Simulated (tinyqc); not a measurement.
Resonant-tunnelling diode, transfer matrices and Tsu-Esaki current: one step of the calculation.

Emitter (band edge 0), barrier d1, well Lw, barrier d2, spacer ds, collector (edge -V). The bias drops linearly over these layers and none in the contacts; each layer is cut into ns equal slices, flat at the value of their centres. E is the energy of motion across the layers, C = hbar^2/(2 m0), psi and psi'/m are continuous. Transport is coherent, T(E) is taken as independent of the transverse momentum, and charge in the well is ignored.

Question. Breit-Wigner parameters from a parabola through 1/T(E). Near a resonance 1/T(E) = (1/Tp) [1 + (2 (E - Er)/G)^2]. With y = 1/T(E) at E0 - h, E0, E0 + h: a = (y1 + y3 - 2 y2)/(2 h^2), b = (y3 - y1)/(2 h), Er = E0 - b/(2 a), 1/Tp = y2 - b^2/(4 a), G = 2 sqrt(1/(Tp a)), tau = hbar/G.

Constants: q = 1.602176634e-19 C, hbar = 1.054571817e-34 J s. Results are converted to the units shown.

three energies (eV): [0.086306, 0.087086, 0.087866]
T(E) at these energies: [0.54341005, 0.85459803, 0.50223355]

Give: Er; Tp; G; tau.

Answer.

Er = 0.087047 eV
Tp = 0.85599
G = 1.9528 meV
tau = 337.06 fs

The true maximum of T(E) lies at 0.087042 eV with height 0.8563 and full width 1.951 meV; the fitted G is 0.10 % above that width.

Numbers from tinyqc (`OMP_NUM_THREADS=1 python tinyqc.py 2600115 2600116 out.jsonl`; about 0.2 s on one thread of a shared Intel Xeon 2.30GHz).
